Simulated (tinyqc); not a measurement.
Capacitance measurement on a leaky thin oxide: effects of series resistance and leakage: two steps of the calculation.

The device is a capacitance C in parallel with a leakage conductance G, in series with Rs and Ls. An impedance meter reports either a parallel pair (Cp, Gp) from Y = 1/Z = Gp + i w Cp or a series pair (Cs, Rm) from Z = Rm + 1/(i w Cs); w = 2 pi f, dissipation D = Gp/(w |Cp|).

Inputs (values chosen for the exercise); values of the order met in thin-oxide MOS capacitors: relative permittivity of the gate insulator (close to silicon nitride) eox = 7.43; insulator thickness tox = 3.6 nm; gate area A = 2500 um^2; oxide-equivalent thickness added by the accumulation layer zc = 0.51 nm; oxide-equivalent thickness added by gate depletion zp = 0.26 nm; gate leakage current density, not matched to the thickness Jg = 0.0068 A/cm^2; voltage for an e-fold rise of the leakage Vs = 0.29 V; series resistance Rs = 380 ohm; series inductance Ls = 0 nH; measuring frequency f = 2e5 Hz.

Constants: eps0 = 8.8541878128e-14 F/cm where lengths are in cm. Results are converted to the units shown.

Question 1. True capacitance and conductance. EOT = 3.9 tox/eox; CET = EOT + zc + zp; C = 3.9 eps0 A/CET; G = Jg A/Vs.

Wanted: EOT; CET; C; G.

Answer 1.

EOT = 1.8896 nm
CET = 2.6596 nm
C = 32.459 pF
G = 0.58621 uS

Question 2. What the meter reports. Z = Rs + i w Ls + 1/(G + i w C).

C = 32.458694 pF
G = 0.58620690 uS

Find: Z; Cp; Gp; Cs; D.

Answer 2.

Z = (0.0732-2.4511i) x 1e4 ohm
Cp = 32.436 pF
Gp = 1.2177 uS
Cs = 32.465 pF
D = 0.029875

Cp is 0.069 % below C and Cs is 0.021 % above it; G Rs = 2.23e-4, w C Rs = 0.0155 and G/(w C) = 0.0144.

Program tinyqc, `OMP_NUM_THREADS=1 python tinyqc.py 2022114 2022115 out.jsonl`; Intel Xeon 2.30GHz, shared host, one thread, about 0.01 s.
